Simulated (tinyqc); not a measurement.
Character of the line: straight dislocations in isotropic elasticity: fields, energies, partials, Peierls stress and walls. Computed by tinyqc, a small Python program. Command: `OMP_NUM_THREADS=1 python tinyqc.py 3001566 3001567 out.jsonl disloc walk`. One thread of a shared host (Intel(R) Xeon(R) Processor @ 2.30GHz), about 0.01 s of CPU time with the checks.

The line runs along z, the glide plane is y = 0, and beta is the angle between b and the line (0 screw, 90 degrees edge): b_e = b sin(beta) along +x with the extra half plane at y > 0, b_s = b cos(beta). Stress is positive in tension.

Inputs (values chosen for the exercise, modelled on aluminium):
```
quantity                       value      unit
shear modulus G                   25       GPa
Poisson ratio nu               0.343         -
Burgers vector b               2.863  angstrom
stacking-fault energy gamma      135    mJ/m^2
dislocation density rho      8.4e+10     1/m^2
core radius r0/b                   1         -
```

Character: 60-degree.

Constants: 1 eV/angstrom^3 = 160.2176634 GPa.

Method:
- Energy factor K = G [cos^2(beta) + sin^2(beta)/(1 - nu)].
- E = K b^2/(4 pi) ln(R/r0) with R = 1/(2 sqrt(rho)); tension T = E + d^2E/d(beta)^2 = G b^2 [1 + nu - 3 nu sin^2(beta)]/(4 pi (1 - nu)) ln(R/r0). The core energy is taken into r0.
- Shockley partials have b_p = b/sqrt(3) at the angles beta -/+ 30 degrees; their repulsion balances the fault at d = G b_p^2/(8 pi gamma) (2 - nu)/(1 - nu) [1 - 2 nu cos(2 beta)/(2 - nu)].
- E = K b^2/(4 pi) ln(R/r0); T = G b^2 [1 + nu - 3 nu sin^2(beta)]/(4 pi (1 - nu)) ln(R/r0).

ln(R/r0) = 8.70379

From screw to edge:
```
beta (degrees)  K (GPa)  E (eV/nm)  T (eV/nm)   d (nm)
0                25.000      8.859     18.108  0.29754
15               25.874      9.169     17.179  0.32570
30               28.263     10.015     14.640  0.40264
45               31.526     11.171     11.171  0.50774
60               34.789     12.327      7.703  0.61285
75               37.177     13.174      5.163  0.68979
90               38.052     13.484      4.234  0.71795
```

The edge costs 1/(1 - nu) = 1.522 times the screw in energy, yet its tension is only (1 - 2 nu)/(1 + nu) = 0.234 of the screw value, so loops under stress are elongated along b. The edge splits 2.41 times as widely, (2 + nu)/(2 - 3 nu), since there the larger, edge parts of the partials repel with the factor 1/(1 - nu) and the small screw parts attract, while in the screw the roles are exchanged.
